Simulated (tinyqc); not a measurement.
Trap density from the barrier height.

Question. In a partly depleted grain with all boundary traps filled, 2 N W = Qt and VB = q N W^2/(2 eps0 eps_r). Find Qt, W and the doping at which VB would equal Vt.

Parameters, values chosen for the exercise: temperature T = 400 K; relative permittivity eps_r = 11.7.

Constants: q = 1.602176634e-19 C, kB = 1.380649e-23 J/K, Vt = kB T/q, eps0 = 8.8541878128e-14 F/cm where lengths are in cm. Results are converted to the units shown.

doping = 1.4e18 cm^-3
barrier height = 0.086305366 V

Answer. Eliminating W gives VB = q Qt^2/(8 eps0 eps_r N), which falls as 1/N.

Qt = 2.50e12 cm^-2
W = 8.93 nm
doping for VB = Vt = 3.51e18 cm^-3

Numbers from tinyqc (`OMP_NUM_THREADS=1 python tinyqc.py 2830098 2830099 out.jsonl`; about 0.01 s on one thread of a shared Intel Xeon 2.30GHz).
